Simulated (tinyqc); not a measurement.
Crystallisation kinetics and data retention of a phase-change cell: two steps of the calculation.

Johnson-Mehl-Avrami-Kolmogorov law X = 1 - exp(-y^n), y = integral of k dt, k = (1/100 s) exp[-(Ec q/kB)(1/T - 1/T1)].

Values chosen for this exercise; values of the order of Ge-Sb-Te and related chalcogenides:
- Ec = 2.7 eV (activation energy of crystallisation)
- T1 = 417 K (temperature at which the rate k is 1/(100 s))
- n = 2.5 (Avrami exponent)
- Xf = 0.2 (crystalline share at which the state is lost)
- T = 361 K (storage temperature)
- b = 10 K/min (heating rate)
- Ta = 387 K (start of the ramp table)
- dT = 5 K (step of the table)
- m = 10 (steps)

Constants: q = 1.602176634e-19 C, kB = 1.380649e-23 J/K. Results are converted to the units shown.

Task 1. Retention. At fixed T the state fails at t = (-ln(1 - Xf))^(1/n)/k; ten years are 3.15576e8 s.

Find: k; y at failure; time to fail; the same in years; temperature for ten years.

Result 1.

k = 8.670e-8 1/s
y at failure = 0.5488
time to fail = 6.330e6 s
the same in years = 0.2006
temperature for ten years = 345.4 K

The cell misses ten years at 361 K.

Task 2. A heating ramp. T rises at the rate b. Start with y = k (kB Ta^2/(q Ec))/b, the integral from cold to Ta to leading order; over each step k is taken as exponential in T, so y gains (dT/b)(k2 - k1)/ln(k2/k1). dX/dt = n y^(n - 1) k exp(-y^n), listed as 0 once y^n exceeds 23.

Find: T; k; y; X; dX/dt.

Result 2.

```
point,T (K),k (1/s),y,X,dX/dt (1/s)
0,387,2.9540e-5,8.4722e-4,2.0893e-8,1.8212e-9
1,392,8.2966e-5,0.0023993,2.8197e-7,2.4376e-8
2,397,2.2703e-4,0.0066927,3.6643e-6,3.1076e-7
3,402,6.0590e-4,0.018271,4.5126e-5,3.7409e-6
4,407,0.0015785,0.048744,5.2443e-4,4.2446e-5
5,412,0.0040178,0.12707,0.0057395,4.5237e-4
6,417,0.010000,0.32389,0.057954,0.0043411
7,422,0.024357,0.80771,0.44363,0.024593
8,427,0.058104,1.9722,0.99576,0.0017074
9,432,0.13584,4.7183,1.0000,0
10,437,0.31149,11.068,1.0000,0
```

Range of the model: One Arrhenius rate is assumed; incubation, growth from the boundary and the non-Arrhenius kinetics of the supercooled liquid are left out.

Computed by the program tinyqc: `OMP_NUM_THREADS=1 python tinyqc.py 2490015 2490016 out.jsonl`, one thread of a shared Intel Xeon 2.30GHz, about 0.03 s for the whole run.
